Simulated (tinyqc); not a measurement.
Bond unit of a tetrahedral oxide and its oxygen vacancy in tight binding, step by step. Values are carried at full precision from step to step, so a last printed digit may differ when a step is redone from the rounded ones.

Two sp3 hybrids h1, h2 at eh = (es + 3 ep)/4 point at one oxygen with orbitals s, px, py, pz; x joins the two cations, z bisects the angle phi, and th = (180 - phi)/2. With u = hbar^2/(m d^2) = 2c/d^2, c = hbar^2/2m0: Vhs = -(1.32 + sqrt3 x 1.42) u/2 and Vhp = (1.42 + sqrt3 x 2.22) u/2. <h|s> = Vhs for both; <h1|px> = Vhp cos(th), <h2|px> = -Vhp cos(th); <h|pz> = Vhp sin(th) for both; py is a lone pair. The unit holds 8 electrons. Coupling between units, which widens the levels into bands, is left out.

Constants: hbar^2/2m0 = 3.80998211 eV angstrom^2.

Parameters, chosen for this exercise (near tabulated values for SiO2; the results hold for these values, not for the real material):

| symbol | value | unit | meaning |
|---|---|---|---|
| es | -14.88 | eV | s level of the cation |
| ep | -7.73 | eV | p level of the cation |
| eos | -33.72 | eV | s level of oxygen |
| eop | -16.5 | eV | p level of oxygen |
| d | 1.63 | angstrom | cation-oxygen distance |
| phi | 139 | degrees | bond angle at oxygen |
| R | 3 | angstrom | cation-cation distance across the vacancy |

## Level and couplings

Form eh, u, Vhs, Vhp and th.

eh (hybrid level) = -9.5175 eV
u = 2.8680 eV

Vhs, Vhp (eV): -5.4198  7.5502

th = 20.5 degrees

## The matrix

Fill it in.

H (eV), lower triangle:
```
         h1       h2         s        px        py        pz
h1  -9.5175
h2        0  -9.5175
s   -5.4198  -5.4198  -33.7200
px   7.0721  -7.0721         0  -16.5000
py        0        0         0         0  -16.5000
pz   2.6441   2.6441         0         0         0  -16.5000
```

## Levels, weights and charge

Diagonalise; the four lowest levels are filled. The excess of electrons on oxygen is twice the oxygen weight of the filled levels less 6.

levels (eV): -36.0001  -23.6020  -17.6822  -16.5000  -6.0552  -2.4155

weights:
```
    level 1  level 2  level 3  level 4  level 5  level 6
h1    0.041    0.168    0.045    0.000    0.415    0.332
h2    0.041    0.168    0.045    0.000    0.415    0.332
s     0.916    0.000    0.020    0.000    0.064    0.000
px    0.000    0.665    0.000    0.000    0.000    0.335
py    0.000    0.000    0.000    1.000    0.000    0.000
pz    0.003    0.000    0.891    0.000    0.106    0.000
```

highest filled to lowest empty = 10.4448 eV
excess electrons on oxygen = 0.989

The highest filled level is the py orbital of oxygen (100 %) and the lowest empty one is 83 % cation hybrid, even under exchange of the two cations. The spacing is that of an isolated unit and exceeds the gap of the solid.

## The odd block in closed form

The combination (h1 - h2)/sqrt2 couples to px alone, with W2 = sqrt2 Vhp cos(th); W3 = (eh - eop)/2; levels (eh + eop)/2 -/+ sqrt(W2^2 + W3^2); polarity W3/sqrt(W2^2 + W3^2).

W2, W3 (eV): 10.0014  3.4912

levels of the odd block (eV): -23.6020  -2.4155

polarity = 0.3296

## The neutral oxygen vacancy

Without the oxygen the two hybrids face each other at distance R and couple by -V2, V2 = 3.22 x 2c/R^2, c = hbar^2/2m0: a bond at eh - V2 with two electrons and an antibond at eh + V2. Levels are measured from eop, the lone-pair level that stands for the top of the valence band.

Form V2 and the two levels above eop. R is a chosen distance; in real silica the neutral vacancy relaxes to about 2.5 angstrom.

V2 = 2.7263 eV

levels above eop (eV): bond 4.2562, lone hybrid 6.9825, antibond 9.7088

bond-antibond splitting = 5.4525 eV

The filled bond lies 4.26 eV above the lone pairs, so it can trap a hole; the antibond lies below the lowest empty level of the intact unit (10.44 eV). A lone hybrid, as in a dangling bond, sits at 6.98 eV.

## Checks

- Levels of the odd block against the full matrix: they agree to 1e-10 or better.

Program tinyqc; command `OMP_NUM_THREADS=1 python tinyqc.py 1482220 1482221 out.jsonl`; about 0.01 s on one thread of a shared Intel(R) Xeon(R) Processor @ 2.30GHz.
